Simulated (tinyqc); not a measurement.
Vacancy excess varied: nucleation and growth of vacancy voids in a cooling silicon-like crystal. Computed by tinyqc, a small Python program. Command: `OMP_NUM_THREADS=1 python tinyqc.py 3023299 3023300 out.jsonl voids walk`. One thread of a shared host (Intel(R) Xeon(R) Processor @ 2.30GHz), about 0.4 s of CPU time with the checks.

Spherical voids; vacancies are lost only to voids.

Inputs (values chosen for the exercise, close to those used for silicon):

| quantity | value | unit |
|---|---|---|
| vacancy density at the melting point C_m | 8.2e+14 | 1/cm^3 |
| formation energy E_f | 4.04 | eV |
| melting point T_m | 1685 | K |
| diffusion prefactor D0 | 0.00082 | cm^2/s |
| migration energy E_m | 0.45 | eV |
| site density rho | 5e+22 | 1/cm^3 |
| void surface energy gamma | 0.953 | J/m^2 |
| cooling rate q | 28 | K/min |
| vacancy excess C0 | 7e+13 | 1/cm^3 |
| temperature step | 0.25 | K |

Vacancy supply: given.

Constants: k_B = 8.617333262e-05 eV/K; k_B = 1.380649e-23 J/K.

Method:
- C = C0 as given.
- C_e = C_m exp[-(E_f/k_B)(1/T - 1/T_m)]; D = D0 exp(-E_m/(k_B T)); f = k_B T ln(C/C_e); r* = 2 gamma/(rho f); W* = 16 pi gamma^3/(3 rho^2 f^2); Z = f/sqrt(12 pi W* k_B T); I = rho Z (4 pi r* D C) exp(-W*/(k_B T)).
- March down from 1500 K in steps dT, dt = dT/q, with values at the upper end of each step: a class of I dt voids is born with r*; then all classes grow by r^2 += 2 D (C - C_e) dt/rho; C falls by the vacancies added to voids. Stop at 1150 K. T_n is the T of the largest I, N the final count (classes under 1e-6 /cm^3 are dropped), and the mean radius the number average.

initial excess C = 7.00e+13 1/cm^3

At fixed q:

| C (1/cm^3) | T_n (K) | N (1/cm^3) | mean radius (nm) |
|---|---|---|---|
| 2.80e+13 | 1287.25 | 3.0962e+08 | 7.453 |
| 4.20e+13 | 1308.00 | 2.2761e+08 | 9.461 |
| 7.00e+13 | 1334.75 | 1.5432e+08 | 12.781 |
| 1.10e+14 | 1359.25 | 1.0938e+08 | 16.679 |
| 1.80e+14 | 1386.50 | 7.5169e+07 | 22.291 |

More vacancies nucleate earlier (T_n rises by 99 K) and give fewer, larger voids: N goes as C^-0.76 and the radius as C^0.59, steeper than the -1/2 and +1/2 of the scaling argument at fixed D, because D rises with T_n.

Extremes, crossings and ranges named in words are read from the listed rows.
